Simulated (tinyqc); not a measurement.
Geometry relaxation of a small cluster: one step, computed by the program tinyqc. Command: `OMP_NUM_THREADS=1 python tinyqc.py 3015993 3015994 out.jsonl relax walk`. One thread of a shared host (Intel(R) Xeon(R) Processor @ 2.30GHz), about 0.02 s of CPU time with the checks.

E = sum_i {sum_j A exp(-p (r_ij/r0 - 1)) - xi sqrt(rho_i)}, rho_i = sum_j exp(-2 q (r_ij/r0 - 1)); the force on i is -sum_j w_ij (R_i - R_j)/r_ij with w_ij = -(2p/r0) A exp(-p (r_ij/r0 - 1)) + (xi q/r0) exp(-2 q (r_ij/r0 - 1)) (rho_i^(-1/2) + rho_j^(-1/2)).

Task: Energy and forces at the start. Evaluate E and the forces at the starting positions.

Inputs (values chosen for the exercise, for model atoms):
```
quantity     value      unit
length r0     2.99  angstrom
repulsion A   0.12        eV
hopping xi    1.87        eV
decay p       10.2         -
decay q       2.27         -
```

Potential: Gupta. Method: BFGS.

starting positions (angstrom):
```
           x      y      z
atom 1  0.04  -0.18   0.07
atom 2  2.94   0.01   0.01
atom 3  1.27   2.24  -0.24
atom 4  1.36    0.8   2.38
atom 5  1.62   0.78  -1.97
```

Give: distances; energy at the start; forces.

Result:

distances (angstrom): 1-2 2.907, 1-3 2.732, 1-4 2.835, 1-5 2.753, 2-3 2.797, 2-4 2.956, 2-5 2.501, 3-4 2.991, 3-5 2.291, 4-5 4.358

energy at the start = -15.15 eV

forces (eV/angstrom):
```
             x       y       z
atom 1   0.253  -0.134   0.433
atom 2   0.472  -0.506   1.941
atom 3  -0.771   3.657   4.713
atom 4   0.103  -0.024  -1.298
atom 5  -0.057  -2.992  -5.790
```
